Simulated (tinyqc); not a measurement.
Leakage through a gate insulator: direct, Fowler-Nordheim, trap-assisted and Poole-Frenkel currents: one step, computed by the program tinyqc. Command: `OMP_NUM_THREADS=1 python tinyqc.py 3029230 3029231 out.jsonl oxideleak walk`. One thread of a shared host (Intel(R) Xeon(R) Processor @ 2.30GHz), about 0.01 s of CPU time with the checks.

Electrons enter from the cathode Fermi level at x = 0; the conduction band of the insulator lies phi_b - e F x above it, F = V/t. WKB exponents use a parabolic band with mass m.

Question. One trap at several depths. For a level a distance phi(x) below the band, the WKB exponent is 2 int kappa dx with kappa = sqrt(m phi/(hbar^2/2m_0)); for a linear barrier from phi_1 down to phi_2 = max(phi_1 - e F d, 0) it is G = (4/3) sqrt(m/(hbar^2/2m_0)) (phi_1^(3/2) - phi_2^(3/2))/(e F). A trap at depth x lies phi_t below the band. Capture: tunnel at the cathode Fermi level from 0 to x (G_in from phi_1 = phi_b), rate nu_0 exp(-G_in - E_c/k_B T) with E_c = E_a + max(phi_b - phi_t - e F x, 0), the last term being the height of the trap above the cathode Fermi level. Emission: tunnel from the trap level to the anode (G_out from phi_1 = phi_t over t - x), rate nu_0 exp(-G_out - E_a/k_B T). Re-emission to the cathode follows from detailed balance, rate_back = rate_in exp(dE/k_B T) with dE = phi_b - phi_t - e F x. Each trap passes R = rate_in rate_out/(rate_in + rate_back + rate_out) electrons per second; filling from the anode is left out. Depths: t times 0.08, 0.2, 0.32, 0.44, 0.56, 0.68, 0.8 and 0.92, rounded to 0.01 nm.

Inputs (values chosen for the exercise, with an insulator like Si3N4): thickness t = 2.9 nm; barrier phi_b = 2.17 eV; tunnelling mass m = 0.41 m_0; voltage across the insulator V = 1.4 V; trap depth phi_t = 1.6 eV; attempt rate nu_0 = 9e+13 1/s; activation of capture E_a = 0.28 eV; temperature T = 250 K.

Constants: k_B = 8.617333262e-05 eV/K; hbar^2/(2 m_0) = 3.80998212 eV angstrom^2.

Give: Rates.

Answer.

Rates:
```
x (nm)   G_in  G_out  E_c (eV)  rate in (1/s)  rate back (1/s)  rate out (1/s)    R (1/s)
0.23     2.19  16.76    0.7390      1.272e-02        2.274e+07       1.068e+01  5.976e-09
0.58     5.42  15.32    0.5700      1.286e+00        9.027e+05       4.516e+01  6.435e-05
0.93     8.51  13.60    0.4010      1.499e+02        4.127e+04       2.531e+02  9.102e-01
1.28    11.44  11.63    0.2800      2.188e+03        2.365e+02       1.807e+03  9.342e+02
1.62    14.15   9.52    0.2800      1.464e+02        7.770e-03       1.498e+04  1.450e+02
1.97    16.77   7.15    0.2800      1.065e+01        2.218e-07       1.604e+05  1.065e+01
2.32    19.21   4.60    0.2800      9.230e-01        7.546e-12       2.059e+06  9.230e-01
2.67    21.47   1.88    0.2800      9.674e-02        3.104e-16       3.128e+07  9.674e-02
```

The most effective of these traps sits at 1.28 nm, 44 % of the way; where rate back exceeds rate out, re-emission drains the trap, and elsewhere the slower forward step limits R; the best depth is near where rate in and rate out cross.
